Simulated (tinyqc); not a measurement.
Frequency dispersion of an accumulation capacitance by border traps, distributed model: two steps of the calculation.

Traps spread evenly through the insulator exchange electrons with the semiconductor by tunnelling, with tau(x) = t0 exp(2 ka x) at depth x from the interface. The admittance per area Y seen at depth x obeys dY/dx = -Y^2/(i w eps0 eox) + q Nb ln(1 + i w tau)/tau, with Y(0) = i w Cs and w = 2 pi f; the gate sees Y(tox) = G + i w C. Working variable y = Y/(i w), in uF/cm^2. Cox = eps0 eox/tox.

Values chosen for this exercise; permittivity close to that of aluminium oxide:
```
symbol   value         unit                                               meaning
eox       8.83                             relative permittivity of the insulator
tox        6.2           nm                                   insulator thickness
Cs         4.1      uF/cm^2             semiconductor capacitance in accumulation
Nb      2.7e19  cm^-3 eV^-1                               density of border traps
ka         5.5         1/nm  decay constant of the wave function in the insulator
t0       3e-10            s              time constant of a trap at the interface
f          100           Hz                                             frequency
xe         1.9           nm               depth down to which the steps are taken
```

Constants: q = 1.602176634e-19 C, eps0 = 8.8541878128e-14 F/cm where lengths are in cm. Results are converted to the units shown.

Task 1. Scales and lumped estimate. Cox; trap-free value 1/(1/Cox + 1/Cs); response depth d = ln(1/(w t0))/(2 ka), where w tau = 1; lumped estimate: all traps within d act as C_bt = q Nb d placed at d/2, so C = 1/{1/[1/(1/Cs + d/(2 eps0 eox)) + C_bt] + (tox - d/2)/(eps0 eox)}.

Find: Cox; trap-free C; d; C_bt; lumped C.

Result 1.

Cox = 1.261 uF/cm^2
trap-free C = 0.9644 uF/cm^2
d = 1.408 nm
C_bt = 0.6089 uF/cm^2
lumped C = 1.020 uF/cm^2

The traps within reach amount to 0.149 Cs and lie in the first 22.7 % of the insulator.

Task 2. Capacitance and conductance at the gate. Beyond xe the traps are ignored, so 1/y(tox) = 1/y(xe) + (tox - xe)/(eps0 eox); C = Re y, G/w = -Im y, loss tangent G/(w C).

y at xe = 2.3680036-0.0453997i uF/cm^2

Wanted: y at the gate; C; G/w; loss tangent.

Result 2.

y at the gate = 1.0286-0.0086i uF/cm^2
C = 1.0286 uF/cm^2
G/w = 0.0085634 uF/cm^2
loss tangent = 0.0083253

tinyqc, about 0.4 s, one thread, Intel Xeon 2.30GHz (shared host): `OMP_NUM_THREADS=1 python tinyqc.py 2202090 2202091 out.jsonl`
